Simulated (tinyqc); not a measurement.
## Growth of the error with array size

Square N x N arrays wired as follows: each row is driven at its left end through one segment rw, neighbouring nodes are joined by rw, each column ends in one more rw and a virtual ground. All cells have G = 18.0 uS and all rows V = 0.1 V, so the ideal current is N V G. The nodal equations are solved exactly.

Parameters, values chosen for the exercise: wire resistance between neighbouring cells rw = 10 ohm.

Results:
```
N   ideal (uA)  first column (uA)  last column (uA)  error of the last column (%)  100 N^2 rw G
2        3.600              3.597             3.596                      -0.09890       0.07200
4        7.200              7.185             7.177                       -0.3140        0.2880
6        10.80              10.76             10.73                       -0.6469        0.6480
12       21.60              21.35             21.10                        -2.325         2.592
16       28.80              28.25             27.66                        -3.972         4.608
20       36.00              34.98             33.84                        -5.993         7.200
```

Estimate the missing row, N = 8.

Computed row:
```
N  ideal (uA)  first column (uA)  last column (uA)  error of the last column (%)  100 N^2 rw G
8       14.40              14.31             14.24                        -1.095         1.152
```

With this row back in the table: The error of the last column goes from -0.0989 % at N = 2 to -5.99 % at N = 20, as N^(1.80) between N = 4 and 8 and N^(1.84) between the last two rows. The scale N^2 rw G (N segments carrying the current of up to N cells) is 1.05 times the error at N = 8. The last column carries 0.968 of the current of the first at N = 20.

Computed by the program tinyqc: `OMP_NUM_THREADS=1 python tinyqc.py 2880026 2880027 out.jsonl`, one thread of a shared Intel Xeon 2.30GHz, about 0.02 s for the whole run.
